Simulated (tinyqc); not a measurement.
CCD on RHF in the sto-3g basis, for BeH2, spin multiplicity 1, step by step. One step of it, computed by the program tinyqc.

Task: Orthogonalisation. S = U s U^T; symmetric (Loewdin) form X = U s^(-1/2) U^T, so that X^T S X = 1.

overlap S:
```
,1Be 1s,1Be 2s,1Be 2px,1Be 2py,1Be 2pz,2H 1s,3H 1s
1Be 1s,1.000000,0.259517,0.000000,0.000000,0.000000,0.045671,0.045671
1Be 2s,0.259517,1.000000,0.000000,0.000000,0.000000,0.385225,0.385225
1Be 2px,0.000000,0.000000,1.000000,0.000000,0.000000,0.000000,0.000000
1Be 2py,0.000000,0.000000,0.000000,1.000000,0.000000,0.466873,-0.466873
1Be 2pz,0.000000,0.000000,0.000000,0.000000,1.000000,0.000000,0.000000
2H 1s,0.045671,0.385225,0.000000,0.466873,0.000000,1.000000,0.016007
3H 1s,0.045671,0.385225,0.000000,-0.466873,0.000000,0.016007,1.000000
```

Give: eigenvalues of S; X.

Result:

eigenvalues of S: 0.3317  0.4263  0.9530  1.0000  1.0000  1.6368  1.6523

X:
```
,1Be 1s,1Be 2s,1Be 2px,1Be 2py,1Be 2pz,2H 1s,3H 1s
1Be 1s,1.0286,-0.1513,0.0000,0.0000,0.0000,0.0208,0.0208
1Be 2s,-0.1513,1.1756,0.0000,0.0000,0.0000,-0.2418,-0.2418
1Be 2px,0.0000,0.0000,1.0000,0.0000,0.0000,0.0000,0.0000
1Be 2py,0.0000,0.0000,0.0000,1.2513,0.0000,-0.3388,0.3388
1Be 2pz,0.0000,0.0000,0.0000,0.0000,1.0000,0.0000,0.0000
2H 1s,0.0208,-0.2418,0.0000,-0.3388,0.0000,1.1982,-0.0647
3H 1s,0.0208,-0.2418,0.0000,0.3388,0.0000,-0.0647,1.1982
```
